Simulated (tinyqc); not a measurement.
# Magnetoresistance against angle

Conductance G = G0 (1 + P1 P2 cos(phi)) at low bias, phi the angle between the magnetisations, normalised to Rp = RA/area at phi = 0.

Parameters, values chosen for the exercise:
```
symbol,value,unit,meaning
Dm,24,nm,diameter
P1,0.57,,spin polarisation of the reference layer
P2,0.7,,spin polarisation of the free layer
RA,2.7,ohm um^2,"resistance-area product, parallel state"
```

Result of one run:

| phi (degree) | R (kohm) | R/Rp - 1 (%) | share of the full TMR (%) |
|---|---|---|---|
| 20 | 6.073 | 1.750 | 1.318 |

What becomes of these results when the angle phi is changed from 20 to 180 degree, all else the same?

Result of the changed run:

| phi (degree) | R (kohm) | R/Rp - 1 (%) | share of the full TMR (%) |
|---|---|---|---|
| 180 | 13.89 | 132.8 | 100.0 |

The whole series:

| phi (degree) | R (kohm) | R/Rp - 1 (%) | share of the full TMR (%) |
|---|---|---|---|
| 0 | 5.968 | 0 | 0 |
| 20 | 6.073 | 1.750 | 1.318 |
| 45 | 6.512 | 9.115 | 6.865 |
| 70 | 7.347 | 23.10 | 17.40 |
| 90 | 8.350 | 39.90 | 30.05 |
| 110 | 9.669 | 62.01 | 46.70 |
| 135 | 11.63 | 94.88 | 71.46 |
| 160 | 13.36 | 123.8 | 93.25 |
| 180 | 13.89 | 132.8 | 100.0 |

R rises from 5.97 to 13.9 kohm, TMR0 = 133 %. It is the conductance that follows cos(phi), so at 90 degrees R has covered only (1 - P1 P2)/2 = 30.1 % of its range.

Program tinyqc, `OMP_NUM_THREADS=1 python tinyqc.py 2450069 2450070 out.jsonl`; Intel Xeon 2.30GHz, shared host, one thread, about 0.01 s.
